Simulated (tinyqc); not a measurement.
Straight dislocations in isotropic elasticity: fields, energies, partials, Peierls stress and walls: one step, computed by the program tinyqc. Command: `OMP_NUM_THREADS=1 python tinyqc.py 3029321 3029322 out.jsonl disloc walk`. One thread of a shared host (Intel(R) Xeon(R) Processor @ 2.30GHz), about 0.01 s of CPU time with the checks.

The line runs along z, the glide plane is y = 0, and beta is the angle between b and the line (0 screw, 90 degrees edge): b_e = b sin(beta) along +x with the extra half plane at y > 0, b_s = b cos(beta). Stress is positive in tension.

Question. Low-angle tilt boundary. A symmetric tilt wall of edge dislocations has the spacing h = b/(2 sin(theta/2)); Read-Shockley: gamma_b = E0 theta (A - ln theta), E0 = G b/(4 pi (1 - nu)), A = 1 + ln(b/(2 pi r0)), theta in radians.

Inputs (values chosen for the exercise, modelled on germanium): shear modulus G = 54.2 GPa; Poisson ratio nu = 0.204; Burgers vector b = 4 angstrom; core radius r0/b = 1.5; tilt angle theta = 6.1 degrees.

Give: spacing h; boundary energy; angle of the maximum, exp(A - 1).

Answer.

spacing h = 3.7589 nm

boundary energy = 229.97 mJ/m^2

angle of the maximum, exp(A - 1) = 6.0793 degrees

Caution: towards the maximum of the Read-Shockley curve the spacing is no longer large against the core size, so the formula is only rough.
